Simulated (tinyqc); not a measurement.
Inputs raised by 5 %, one at a time: donor or exciton in a quantum well (variational effective-mass method). Computed by tinyqc, a small Python program. Command: `OMP_NUM_THREADS=1 python tinyqc.py 3024164 3024165 out.jsonl welldonor sens`. One thread of a shared host (Intel(R) Xeon(R) Processor @ 2.30GHz), about 0.2 s of CPU time with the checks.

H = -nabla^2 - 2/|r - r_i| + V(z) in effective units; trial function psi = f(z) exp(-|r - r_i|/lambda), f the ground state of the well. Mass and screening are the same in well and barrier; l = L/a* is the width in effective units. Bands are flat: no polarisation or applied field.

Inputs (values chosen for the exercise, modelled on beta-Ga2O3): electron mass m = 0.291 m_0; dielectric constant eps = 10.2; well width L = 1.5 nm; donor position z_i/L from the centre = 0.2; barrier height V_0 = 0.43 eV.

Centre: donor. Barriers: finite.

Constants: Ry = 13.605693123 eV; a_0 = 0.529177210903 angstrom.

Method:
- Ry* = Ry m/eps^2, a* = a_0 eps/m; l = L/a*.
- k solves k tan(k l/2) = sqrt(v - k^2), v = V_0/Ry*, 0 < k l/2 < pi/2 (bisection); f = cos(k z) inside and cos(k l/2) exp(-kappa (|z| - l/2)) outside, kappa = sqrt(v - k^2); subband energy k^2 Ry*.
- Binding E_b(lambda) = -1/lambda^2 + 4 A/(lambda B), with A = int f^2 exp(-2 s/lambda) dz, B = int f^2 exp(-2 s/lambda)(1 + 2 s/lambda) dz and s = |z - z_i|; 40 Gauss-Legendre points on each piece between the walls at z = -l/2 and l/2 and z_i, and out to 12/(kappa + 1/lambda) beyond the walls.
- Golden-section search for the maximum over lambda from 0.3 to 4, 40 steps.

Runs:
```
input moved                            from       to  binding energy (meV)  radius lambda a* (nm)  binding in Ry*  subband energy (meV)
base run                                  -        -                 69.47                  1.699           1.825                 177.5
electron mass m (m_0)                 0.291  0.30555                 72.05                  1.630           1.803                 173.1
dielectric constant eps                10.2    10.71                 64.08                  1.768           1.857                 177.5
well width L (nm)                       1.5    1.575                 68.92                  1.708           1.811                 168.7
barrier height V_0 (eV)                0.43   0.4515                 69.79                  1.696           1.834                 181.7
donor position z_i/L from the centre    0.2     0.21                 69.14                  1.704           1.817                 177.5
```

Exponents ln(y'/y) / ln(x'/x):
```
input                                 binding energy  radius lambda a*  binding in Ry*  subband energy
electron mass m                                0.747            -0.853          -0.253          -0.514
dielectric constant eps                       -1.653             0.807           0.347           0.000
well width L                                  -0.161             0.106          -0.161          -1.037
barrier height V_0                             0.095            -0.043           0.095           0.486
donor position z_i/L from the centre          -0.096             0.060          -0.096           0.000
```

Which inputs matter most for each result?

Among the inputs moved here: binding energy answers most in size to dielectric constant eps (exponent -1.653), next to electron mass m (+0.747). Radius lambda a* answers most in size to electron mass m (exponent -0.853), next to dielectric constant eps (+0.807). Binding in Ry* answers most in size to dielectric constant eps (exponent +0.347), next to electron mass m (-0.253). Subband energy answers most in size to well width L (exponent -1.037), next to electron mass m (-0.514); its exponent is below 0.0005 for dielectric constant eps, donor position z_i/L from the centre.

Caution (all rows): so narrow a well has large confinement energy, where non-parabolicity and barrier penetration matter.
